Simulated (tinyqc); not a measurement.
Saturation velocity and mobility from two gate lengths.

Problem. Isat = Cox vsat Vg (x - 1)/(x + 1) per width, x = sqrt(1 + 2 mu Vg/(m vsat L)), with no series resistance and the same overdrive Vg and mu at both lengths. Find vsat and mu.

Parameters, values chosen for the exercise: gate capacitance Cox = 0.81 uF/cm^2; body factor m = 1.4.

Vg = 0.36 V
Isat at L = 0.13 and 0.39 um (uA/um): [45.727914, 20.754665]

Solution. The ratio of the currents depends on c = 2 mu Vg/(m vsat) alone and falls steadily from L2/L1 to 1 as c grows, so it fixes c; either current then gives vsat.

vsat = 6.70e6 cm/s
mu = 270 cm^2/(V s)

tinyqc, about 0.01 s, one thread, Intel Xeon 2.30GHz (shared host): `OMP_NUM_THREADS=1 python tinyqc.py 2500140 2500141 out.jsonl`
